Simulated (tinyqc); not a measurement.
Inside a calculation. Method: sp3 tight binding, zinc-blende lattice. One step of it, computed by the program tinyqc.

Question. Bloch Hamiltonian at k. Slater-Koster rules over the four bonds with direction cosines (l, m, n): ss V_ss; s-px l V_sp; px-s -l V_sp; px-px l^2 V_pps + (1 - l^2) V_ppp; px-py l m (V_pps - V_ppp); each times exp(i k.d).

Parameters chosen for this model: zinc-blende lattice, anion at 0, cation at a/4 (1,1,1); V = eta hbar^2 / (m d^2), hbar^2/m = 7.619964 eV angstrom^2:
```
parameter          value      unit
a               6.150000  angstrom
d               2.663028  angstrom
Es anion      -16.790000        eV
Ep anion       -6.600000        eV
Es cation     -14.190000        eV
Ep cation      -5.240000        eV
eta ss         -1.320000
eta sp          1.420000
eta pp sigma    2.220000
eta pp pi      -0.630000
V ss           -1.418324        eV
V sp            1.525772        eV
V pp sigma      2.385363        eV
V pp pi        -0.676927        eV
```

k point k (2 pi / a): 0.720000  0.490000  -0.530000

Give: H(k) at k.

Answer.

H(k) at k (eV):
```
                  a s             a px             a py            a pz
a s          -16.7900           0.0000           0.0000          0.0000
a px           0.0000          -6.6000           0.0000          0.0000
a py           0.0000           0.0000          -6.6000          0.0000
a pz           0.0000           0.0000           0.0000         -6.6000
c s   -1.1675+2.6422i  -0.7722+1.5409i  -1.6934+0.7027i  1.4933-0.7969i
c px   0.7722-1.5409i   0.2830-0.6405i  -1.7303+0.9234i  1.9623-0.8142i
c py   1.6934-0.7027i  -1.7303+0.9234i   0.2830-0.6405i  0.8948-1.7856i
c pz  -1.4933+0.7969i   1.9623-0.8142i   0.8948-1.7856i  0.2830-0.6405i

                  c s             c px             c py             c pz
a s   -1.1675-2.6422i   0.7722+1.5409i   1.6934+0.7027i  -1.4933-0.7969i
a px  -0.7722-1.5409i   0.2830+0.6405i  -1.7303-0.9234i   1.9623+0.8142i
a py  -1.6934-0.7027i  -1.7303-0.9234i   0.2830+0.6405i   0.8948+1.7856i
a pz   1.4933+0.7969i   1.9623+0.8142i   0.8948+1.7856i   0.2830+0.6405i
c s          -14.1900           0.0000           0.0000           0.0000
c px           0.0000          -5.2400           0.0000           0.0000
c py           0.0000           0.0000          -5.2400           0.0000
c pz           0.0000           0.0000           0.0000          -5.2400
```
